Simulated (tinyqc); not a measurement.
# Ground and coupling capacitance from two measurements

Inverse problem. A line has Cg to the planes and Cc to each of two neighbours. Find Cg, Cc, the load when both neighbours switch in antiphase, and the pulse on the line when it floats and both neighbours swing by Vx.

Values chosen for this exercise: swing Vx = 1 V.

capacitance with neighbours driven alike and with neighbours grounded (aF/um): 48  162

Answer. Driven alike, Cc carries no charge, which leaves Cg; grounded neighbours give Cg + 2 Cc, antiphase Cg + 4 Cc; a floating line divides the swing as 2 Cc/(Cg + 2 Cc).

Cg = 48.00 aF/um
Cc = 57.00 aF/um
load in antiphase = 276.0 aF/um
pulse = 0.7037 V

Computed by the program tinyqc: `OMP_NUM_THREADS=1 python tinyqc.py 2790134 2790135 out.jsonl`, one thread of a shared Intel Xeon 2.30GHz, about 1 s for the whole run.
